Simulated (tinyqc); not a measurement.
Deformation potentials from a strained empirical pseudopotential: one step. Hydrostatic deformation potentials. Three cases, with inputs chosen for the exercise.

Task: a = [E(+h) - E(-h)]/(3 ln((1 + h)/(1 - h))).

Give: a of the gaps to Gamma, Delta, L.

Case 1.

Values chosen (out of a larger set: a germanium-sized cell with gaps well above those of Ge; not measured data): h = 0.004 (size of the test strain).

Gaps (eV):
```
gap               e = -h      e = 0     e = +h
Gamma, s-like  1.9399564  1.8311470  1.7230907
Delta          1.2595361  1.2696928  1.2787918
L              1.2643327  1.2286097  1.1926274
```

Result:

a of the gaps to Gamma, Delta, L (eV): -9.04  0.80  -2.99

Case 2.

Values chosen (out of a larger set: near those of Si; not measured data): h = 0.005 (size of the test strain).

Gaps (eV):
```
gap               e = -h      e = 0     e = +h
Gamma, s-like  4.0531194  3.9216848  3.7904990
Delta          1.0930027  1.1339784  1.1726172
L              1.9818291  1.9538505  1.9249371
```

Result:

a of the gaps to Gamma, Delta, L (eV): -8.75  2.65  -1.90

Case 3.

Values chosen (out of a larger set: near those of Si; not measured data): h = 0.005 (size of the test strain).

Gaps (eV):
```
gap               e = -h      e = 0     e = +h
Gamma, s-like  4.3037725  4.1725509  4.0415331
Delta          1.0533704  1.0957285  1.1357442
L              2.0519656  2.0246397  1.9963960
```

Result:

a of the gaps to Gamma, Delta, L (eV): -8.74  2.75  -1.85

Compression opens the Gamma gap, opens the L gap and closes the Delta gap. Only differences are defined here: the absolute shifts depend on the mean potential, which this model leaves out.

Computed by tinyqc, one run a case: `OMP_NUM_THREADS=1 python tinyqc.py N N+1 out.jsonl` with N = 1850125, 1850133, 1850152; one thread of a shared Intel(R) Xeon(R) Processor @ 2.30GHz, about 0.3 s a run at most.
